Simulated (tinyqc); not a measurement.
Worked calculation: CIS on RHF in the 6-311g basis, for H2, spin multiplicity 1. One step of it, computed by the program tinyqc.

Question. CIS singlet states. Diagonalise A (1 hartree = 27.211386 eV); each vector has its largest component positive (the first on a tie). The transition dipole is mu = sqrt2 sum c_ia <i|r|a>.

CIS matrix A, singlet (hartree), lower triangle:
```
           1>2        1>3        1>4       1>5       1>6
1>2   0.501305
1>3   0.000000   0.642848
1>4   0.009064   0.000000   0.941160
1>5   0.000000  -0.009006   0.000000  2.572642
1>6  -0.032285   0.000000  -0.013907  0.000000  2.822428
```

dipole integrals <i|r|a> (bohr):
```
            x         y          z
1>2  0.000000  0.000000  -0.934279
1>3  0.000000  0.000000   0.000000
1>4  0.000000  0.000000   0.492807
1>5  0.000000  0.000000   0.000000
1>6  0.000000  0.000000   0.010604
```

Give: singlet excitation energies; lowest vectors; oscillator strengths 2/3 w |mu|^2.

Answer.

singlet excitation energies (eV): 13.6241  17.4916  25.6123  70.0063  76.8172

lowest vectors:
```
     state 1  state 2  state 3  state 4  state 5
1>2   0.9997   0.0000   0.0200   0.0000  -0.0139
1>3   0.0000   1.0000   0.0000  -0.0047   0.0000
1>4  -0.0201   0.0000   0.9998   0.0000  -0.0075
1>5   0.0000   0.0047   0.0000   1.0000   0.0000
1>6   0.0138   0.0000   0.0077   0.0000   0.9999
```

oscillator strengths 2/3 w |mu|^2: 0.5946  0.0000  0.2820  0.0000  0.0015
